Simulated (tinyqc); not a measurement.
Short-period [001] superlattice in sp3s* tight binding: sweeps and comparisons. A value that a table varies takes the place of the one given here.

Planes alternate anion, cation along [001], a/4 apart; at zero in-plane momentum s, pz, s* form one block. All levels of A are shifted so that its Ev (lower root of [[Epa, Vxx], [Vxx, Epc]]) is 0, and those of B so that its Ev is -dEv. A monolayer is an anion plane and the cation plane above it; an anion between unlike cations takes the mean of the two anion levels; each bond takes the couplings of its cation. Block from an anion to the cation above: U with Vss/2 (s,s), Vsapc/2 (s,z), -Vscpa/2 (z,s), Vxx/2 (z,z), Vxapc/2 (s*,z), -Vpaxc/2 (z,s*); to the cation below: the same with the s-z and s*-z signs reversed. The cell of n + m monolayers is closed with the phase exp(2 pi i q). No spin-orbit coupling. In this block 2 (n + m) levels are filled.

For the two lowest empty levels at q = 0: energy, share of the cation weight on A, and Gamma character, the share of the cation amplitudes with Fourier index |j|/(n + m) < 1/4 along the stack (near 1: Gamma-like, near 0: folded from X).

Inputs chosen for the exercise (A near a published set for GaAs, B for AlAs; the results hold for these values, not for the real material): pA = (-8.358, 1.04, -2.654, 3.677, 8.581, 6.726, -6.444, 1.952, 5.073, 4.493, 5.781, 4.848, 4.808) eV (order Esa, Epa, Esc, Epc, Exa, Exc, Vss, Vxx, Vxy, Vsapc, Vscpa, Vxapc, Vpaxc); pB = (-7.521, 0.985, -1.162, 3.58, 7.482, 6.714, -6.652, 1.88, 4.284, 5.107, 5.507, 4.521, 4.987) eV (the same for B); dEv = 0.53 eV (valence offset: Ev(B) lies this far below Ev(A)); a = 5.649 angstrom (lattice constant, taken common; strain is left out); nw = 9 (monolayers of A); n2 = 6 (monolayers of A); m2 = 3 (monolayers of B).

## Equal layers of growing thickness

n = m.

Lowest empty levels:
```
n = m  layer (angstrom)  E1 (eV)  on A  Gamma  E2 (eV)  on A  Gamma
2                   5.6   1.8752  0.42   0.06   1.9373  0.68   0.88
3                   8.5   1.8418  0.17   0.00   1.9021  0.75   0.95
4                  11.3   1.8013  0.14   0.06   1.8759  0.75   0.94
6                  16.9   1.7665  0.13   0.10   1.8019  0.81   0.92
8                  22.6   1.7370  0.89   0.95   1.7595  0.06   0.07
10                 28.2   1.6939  0.95   0.99   1.7548  0.00   0.00
12                 33.9   1.6623  0.97   1.00   1.7519  0.01   0.00
14                 39.5   1.6392  0.98   1.00   1.7480  0.00   0.00
18                 50.8   1.6086  0.99   1.00   1.7455  0.00   0.00
```

What does this show, and why?

At zero in-plane momentum (the in-plane X valleys are left out) the lowest level is X-like for n = 2, 3, 4 and 6 and Gamma-like for the others (a Gamma weight between about 0.35 and 0.65 marks an even mixture, at the crossover). Thin layers push the light Gamma electron up past the heavy X electron, whose share on A runs from 0.13 to 0.42, so for n = 3, 4 and 6 it lies apart from the holes in A (type II); the crossover lies between n = 6 and 8. The crossover moves with dEv and with the electron mass, which this model makes too heavy, so it comes at thinner layers than in the real system. At n = 18 the lowest level lies 0.071 eV above the lowest bulk edge of the two crystals, with 99 % of its cation weight on A.

## Miniband width against barrier thickness

nw monolayers of A and m of B; lowest empty level at q = 0 and q = 1/2. The decay constant is ln(width(4)/width(6)) over two monolayers, each a/2 thick.

Lowest miniband:
```
m  E(q = 0) (eV)  E(q = 1/2) (eV)  width (meV)  Gamma character
1         1.6058           1.8263      220.475             0.99
2         1.6509           1.7838      132.875             0.99
3         1.6768           1.7559       79.058             0.99
4         1.6919           1.7407       48.737             0.99
5         1.7019           1.7299       27.948             0.99
6         1.7070           1.7248       17.748             0.98
8         1.7127           1.7189        6.242             0.98
```

decay constant = 0.1788 1/angstrom

How do the results move?

The width falls from 220.5 to 6.24 meV, as exp(-kappa d) with kappa = 0.179 1/angstrom, which stands for the decay constant of the barrier at this energy: each monolayer costs a factor 1.66. The level at q = 0 rises by 107 meV towards that of a single well.

## What each change does

A cell with n = n2 and m = m2. Each row changes one parameter from the base and keeps the others.

Results:
```
case           E1 (eV)  A share 1  Gamma 1  E2 (eV)  A share 2  Gamma 2
base            1.7481       0.87     0.99   1.8407       0.16     0.01
n2 = 8          1.6957       0.91     0.99   1.8408       0.16     0.01
m2 = 5          1.7818       0.04     0.00   1.7883       0.88     0.98
dEv = 0.63 eV   1.7332       0.86     0.98   1.7571       0.12     0.02
```

What can be read from the table?

The largest shifts from the base row, up to three for each result and ties (the steps differ in size, so this ranks the rows, not the parameters). E1 (eV): n2 -0.0524, m2 +0.0337, dEv -0.0148. A share 1: m2 -0.84, n2 +0.04, dEv -0.01. Gamma 1: m2 -0.99, dEv -0.00; unchanged at the printed digits by n2. E2 (eV): dEv -0.0837, m2 -0.0524, n2 +0.0001. A share 2: m2 +0.72, dEv -0.04; unchanged at the printed digits by n2. Gamma 2: m2 +0.96, dEv +0.00; unchanged at the printed digits by n2.

Program tinyqc; command `OMP_NUM_THREADS=1 python tinyqc.py 1452277 1452278 out.jsonl`; about 0.3 s on one thread of a shared Intel(R) Xeon(R) Processor @ 2.30GHz.
